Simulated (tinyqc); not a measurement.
Zero-field barrier from two thresholds.

Question. The photoemission threshold over an interface barrier is Phi = P0 - sqrt(q F/(4 pi eps0 ei)). Find P0 and ei.

Constants: q = 1.602176634e-19 C, eps0 = 8.8541878128e-14 F/cm where lengths are in cm. Results are converted to the units shown.

thresholds at F = 0.4 and 3.7 MV/cm (eV): 2.8151694  2.4786872

Answer. Phi is linear in sqrt(F): the intercept is P0 and the slope gives ei.

P0 = 2.980 eV
ei = 2.120

Computed by the program tinyqc: `OMP_NUM_THREADS=1 python tinyqc.py 2410034 2410035 out.jsonl`, one thread of a shared Intel Xeon 2.30GHz, about 0.01 s for the whole run.
